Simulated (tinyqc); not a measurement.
Film, cylinder and sphere at the same misfit: thermal stress, cracking, delamination and buckling of a thin film; Griffith cracks and misfitting inclusions. Computed by tinyqc, a small Python program. Command: `OMP_NUM_THREADS=1 python tinyqc.py 3016402 3016403 out.jsonl filmcrack walk`. One thread of a shared host (Intel(R) Xeon(R) Processor @ 2.30GHz), about 0.01 s of CPU time with the checks.

Isotropic linear elasticity; the substrate is much thicker than the film; stress is positive in tension.

Inputs (values chosen for the exercise, modelled on a porous low-k oxide on silicon):
```
quantity,value,unit
film Young's modulus E,8.18,GPa
film Poisson ratio nu,0.26,-
film expansion alpha_f,12,1e-6/K
substrate expansion alpha_s,3,1e-6/K
deposition temperature T_d,475,K
final temperature T,300,K
intrinsic stress,-5,MPa
film thickness h,3.3,micrometre
substrate Young's modulus E_s,142,GPa
substrate Poisson ratio nu_s,0.21,-
```

Method. Thermal strain = (alpha_f - alpha_s)(T_d - T); stress = E/(1 - nu) x strain + intrinsic stress; plane-strain modulus Ebar = E/(1 - nu^2); G0 = stress^2 h/(2 Ebar) is the energy freed per area when a long strip loses its stress across its width. Thermal misfit e alone, mean stress = trace/3 and largest difference of principal stresses inside. Film: E e/(1 - nu) in two directions, 0 in the third. Cylinder: s0 = (1 + nu) e/[(1 + nu)(1 - 2 nu)/E + (1 + nu_s)/E_s] twice and s_zz = E e + 2 nu s0. Sphere: e/[(1 - 2 nu)/E + (1 + nu_s)/(2 E_s)] three times.

thermal strain = 0.001575

Stresses inside (MPa):
```
shape,s1,s2,s3,mean,largest difference
film,17.410,17.410,0.000,11.607,17.410
cylinder,24.067,24.067,25.398,24.511,1.331
sphere,25.024,25.024,25.024,25.024,0.000
```

What does the comparison show, and why?

The mean stress in size is 12 MPa in the film, 25 in the cylinder and 25 in the sphere, while the largest difference, twice the largest shear stress, goes from 17 through 1 to 0. In a ductile solid shear can relax by slip and hydrostatic stress cannot, so a confined metal builds up the triaxial stress that opens voids.

Extremes, crossings and ranges named in words are read from the listed rows.
